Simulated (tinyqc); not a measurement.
What each parameter does: tunnelling through a thin dielectric with one trap, as a tight-binding chain.

Hopping -t everywhere, t = c/(m a^2), c = hbar^2/2m0; lead sites at 2t (band bottom 0), barrier sites 1 to N at 2t + phi, and site j has U besides. No voltage. Leads give S = -t exp(ika) on sites 1 and N, cos(ka) = 1 - E/(2t). T = (2 t sin(ka))^2 |G_1N|^2, G = (E - H - S)^-1. In the barrier cosh(q a) = 1 + (phi - E)/(2t).

Resonance: the lowest eigenvalue of H + S(E), iterated until its real part equals E (40 rounds from Eb = phi + 2t - sqrt(4t^2 + U^2), the level in an endless barrier). With v the normalised squared amplitudes of that state, Gamma_L = 2 t sin(ka) v_1, Gamma_R = 2 t sin(ka) v_N; Breit-Wigner T = Gamma_L Gamma_R/((E - Er)^2 + (Gamma_L + Gamma_R)^2/4).

Constants: hbar^2/2m0 = 3.80998211 eV angstrom^2.

Inputs chosen for the exercise (barrier and mass of the size used for SiO2 on silicon; the results hold for these values, not for the real material): a = 3 angstrom (site spacing); m = 0.48 m0 (mass, the same in leads and barrier); phi = 2.95 eV (conduction edge of the barrier above that of the leads); N = 11 (barrier sites); j = 9 (site of the trap); U = -2.54 eV (extra energy on the trap site); E = 1.98 eV (electron energy).

Resonance and log10 T at E. Each row changes one parameter from the base and keeps the others.

Results:
```
case           Er (eV)  Gamma_L (meV)  Gamma_R (meV)  log10 T
base            1.6247      9.833e-06          10.92   -7.961
m = 0.442 m0    1.6886      2.990e-05          14.83   -7.385
phi = 3.05 eV   1.7250      9.555e-06          10.60   -8.034
N = 12          1.6218      9.624e-06          1.060   -8.854
j = 8           1.6218      9.810e-05          1.060   -7.980
U = -2.464 eV   1.6874      1.407e-05          11.57   -7.797
```

The largest shifts from the base row, up to three for each result and ties (the steps differ in size, so this ranks the rows, not the parameters). Er (eV): phi +0.1003, m +0.0639, U +0.0627. Gamma_L (meV): j +8.83e-05, m +2.01e-05, U +4.23e-06. Gamma_R (meV): N -9.86, j -9.86, m +3.91. log10 T: N -0.893, m +0.576, U +0.164.

Run: tinyqc, `OMP_NUM_THREADS=1 python tinyqc.py 1451857 1451858 out.jsonl`; Intel(R) Xeon(R) Processor @ 2.30GHz, one thread, shared host; about 0.06 s of CPU time with all checks.
